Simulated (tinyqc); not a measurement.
What moves the results: exciton in a hard-walled quantum well (variational). A value that a table varies takes the place of the one given here.

Electron and hole in the lowest states cos(pi z/L) of a hard-walled well; relative motion in the plane exp(-rho/lam). E(lam) = c/(mu lam^2) - (q/eps) <1/r>, <1/r> = integral over k from 0 to infinity of F(kL) (1 + (k lam/2)^2)^(-3/2), F(x) = [3x + 8 pi^2/x - 32 pi^4 (1 - exp(-x))/(x^2 (x^2 + 4 pi^2))]/(x^2 + 4 pi^2); c = hbar^2/2m0, q = e^2/(4 pi eps0). E is counted from the subband edge.

Constants: hbar^2/2m0 = 3.80998211 eV angstrom^2; e^2/(4 pi eps0) = 14.39964547 eV angstrom; Ry = 13.60569312 eV.

Values chosen for the exercise (near those of ZnSe; the results hold for these values, not for the real material): xs = (0.066, 0.13, 0.49, 1.9, 3.4, 9.5, 33, 89) ((E - Eg)/Ry*); eps = 8.5 (dielectric constant); Ls = (3, 10, 21, 31, 81, 139, 216) angstrom (widths); me = 0.167 m0 (electron mass); mh = 0.456 m0 (hole mass); L = 20 angstrom (well width).

## Coulomb enhancement above the gap (Wannier exciton and Elliott formula)

Ry* = 23.0185 meV

With x = (E - Eg)/Ry* and y = pi/sqrt(x): S3 = y exp(y)/sinh(y), and S2 = exp(y)/cosh(y). Free-pair absorption goes as sqrt(x) in three dimensions and is constant in two.

Factors:

| x | E - Eg (meV) | sqrt(x) | S3 | S3 sqrt(x) | S2 |
|---|---|---|---|---|---|
| 0.066 | 1.52 | 0.257 | 24.457 | 6.283 | 2.000 |
| 0.13 | 2.99 | 0.361 | 17.426 | 6.283 | 2.000 |
| 0.49 | 11.28 | 0.700 | 8.977 | 6.284 | 2.000 |
| 1.9 | 43.74 | 1.378 | 4.607 | 6.350 | 1.979 |
| 3.4 | 78.26 | 1.844 | 3.524 | 6.498 | 1.936 |
| 9.5 | 218.68 | 3.082 | 2.344 | 7.224 | 1.770 |
| 33 | 759.61 | 5.745 | 1.645 | 9.448 | 1.498 |
| 89 | 2048.64 | 9.434 | 1.370 | 12.922 | 1.321 |

What can be read from the table?

In three dimensions the product tends to 2 pi = 6.283 at the edge (6.283 in the first row), so the square-root onset becomes a step. Even 2049 meV above the gap the enhancement is 1.37; it decays only as 1 + pi/sqrt(x) = 1.33. In two dimensions it never exceeds 2 and has fallen to 1.32. The last rows lie beyond the range of parabolic bands.

## Width of the well

mu = 0.122234 m0
a* = 36.798 angstrom

The minimum for each width. The strength per area goes as |phi(0)|^2 = 2/(pi lam^2), listed relative to the strict two-dimensional value.

Results:

| L (angstrom) | L/a* | lam (angstrom) | binding (meV) | in Ry* | strength |
|---|---|---|---|---|---|
| 3 | 0.08 | 20.4 | 82.47 | 3.583 | 0.811 |
| 10 | 0.27 | 23.8 | 69.17 | 3.005 | 0.596 |
| 21 | 0.57 | 27.8 | 57.37 | 2.493 | 0.437 |
| 31 | 0.84 | 30.8 | 50.57 | 2.197 | 0.357 |
| 81 | 2.20 | 41.6 | 34.08 | 1.481 | 0.196 |
| 139 | 3.78 | 50.7 | 25.99 | 1.129 | 0.132 |
| 216 | 5.87 | 60.3 | 20.34 | 0.884 | 0.093 |

How do the results move?

The binding falls from 3.58 to 0.88 Ry*. It drops below the bulk value Ry* between 139 and 216 angstrom, which is a failure of the trial function: it has no correlation along z, so it cannot reach the bulk limit. Even at L = 0.08 a* only 90 % of the two-dimensional limit is reached. With finite barriers the binding would peak at some width and fall again as the carriers leak out.

## What each parameter does

1/mu = 1/me + 1/mh, Ry* = Ry mu/eps^2; the minimum over lam. Each row changes one parameter from the base and keeps the others.

Results:

| case | binding (meV) | lam (angstrom) | binding/Ry* |
|---|---|---|---|
| base | 58.21 | 27.5 | 2.529 |
| me = 0.142 m0 | 53.37 | 30.2 | 2.617 |
| mh = 0.319 m0 | 53.85 | 29.9 | 2.609 |
| eps = 7.65 | 69.63 | 25.4 | 2.450 |
| L = 28 angstrom | 52.37 | 29.9 | 2.275 |

What does this show?

The largest shifts from the base row, up to three for each result and ties (the steps differ in size, so this ranks the rows, not the parameters). binding (meV): eps +11.42, L -5.84, me -4.84. lam (angstrom): me +2.7, L +2.4, mh +2.4. binding/Ry*: L -0.254, me +0.089, mh +0.080.

Run: tinyqc, `OMP_NUM_THREADS=1 python tinyqc.py 1252433 1252434 out.jsonl`; Intel(R) Xeon(R) Processor @ 2.30GHz, one thread, shared host; about 0.01 s of CPU time with all checks.
